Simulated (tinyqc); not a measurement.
Worked calculation: electrons shared among three sets of ellipsoidal valleys. Values are carried at full precision from step to step, so a last printed digit may differ when a step is redone from the rounded ones.

Constants: hbar^2/2m0 = 3.80998211 eV angstrom^2; kB = 8.617333262e-05 eV/K.

Inputs chosen for the exercise (masses and offsets near those of AlAs; mobilities are free inputs, held fixed; the results hold for these values, not for the real material): ml = (0.922, 1.32, 0.148) m0 (longitudinal masses of X, L, Gamma); mt = (0.2148, 0.1561, 0.148) m0 (transverse masses); M = (3, 4, 1) (valleys in each set); T = 200 K; dE = (0, 0.232, 0.689) eV (edges of X, L, Gamma above the first); n = 1.1e+16 1/cm^3 (total electron density); mu = (270, 470, 1300) cm^2/(V s) (mobility of each set).

## Masses of each set

One valley: m_d = (ml mt^2)^(1/3). Whole set: m_de = M^(2/3) m_d. Mean over three axes: 1/m_c = (1/ml + 2/mt)/3. Anisotropy K = ml/mt.

m_d, m_de, m_c (m0) and K of each set:

| set | m_d | m_de | m_c | K |
|---|---|---|---|---|
| X | 0.3491 | 0.7261 | 0.2886 | 4.29 |
| L | 0.3180 | 0.8014 | 0.2211 | 8.46 |
| Gamma | 0.1480 | 0.1480 | 0.1480 | 1.00 |

m_de/m_c is 2.52 for X, 3.62 for L, 1.00 for Gamma: many anisotropic valleys give many states at a light conductivity mass. m_c is the mean over three axes; a set that holds only some of the equivalent valleys conducts with a mass that depends on direction.

## Effective densities of states

N_i = M_i times N = 2 (m kB T/(4 pi c))^(3/2) with c = hbar^2/2m0, in 1/angstrom^3; times 1e24 for 1/cm^3, with m = (ml mt^2)^(1/3).

kT = 0.017235 eV

N_i (1/cm^3): X 8.4519e+18, L 9.7991e+18, Gamma 7.7773e+17

## Fermi level and populations

F_j(eta) = (1/Gamma(j + 1)) integral_0^infinity x^j dx/(1 + exp(x - eta)), which tends to exp(eta) for eta << 0.

Solve n = sum_i N_i F_1/2((EF - dE_i)/kT), energies from the edge of the first set.

EF = -0.1145 eV

eta_i: X -6.64, L -20.11, Gamma -46.62

n_i (1/cm^3): X 1.10e+16, L 1.82e+10, Gamma 0.00440

shares: X 1.0000, L 0.0000, Gamma 0.0000

X holds most electrons (100.0 %). Boltzmann weights N_i exp(-dE_i/kT) would give L a share of 0.0000.

## Drift and Hall mobility of the mixture

With f_i the shares, mu_drift = sum f_i mu_i; low-field Hall mobility mu_H = sum f_i mu_i^2/mu_drift (scattering and anisotropy factors set to 1); the Hall density is n mu_drift/mu_H; rho = 1/(e n mu_drift), e = 1.602176634e-19 C.

mu_drift = 270 cm^2/(V s)
mu_H = 270 cm^2/(V s)
Hall density = 1.10e+16 1/cm^3
rho = 2.10 ohm cm

A Hall measurement would read 100.0 % of the true density.

## Checks

- Share of L at n = 1e10 1/cm^3 against the Boltzmann weight: both 1.652e-06.

Computed by tinyqc, a small Python program: `OMP_NUM_THREADS=1 python tinyqc.py 1650887 1650888 out.jsonl` (the numbers bound the seed that draws the inputs); one thread of a shared host (Intel(R) Xeon(R) Processor @ 2.30GHz), about 0.01 s for the whole set of steps.
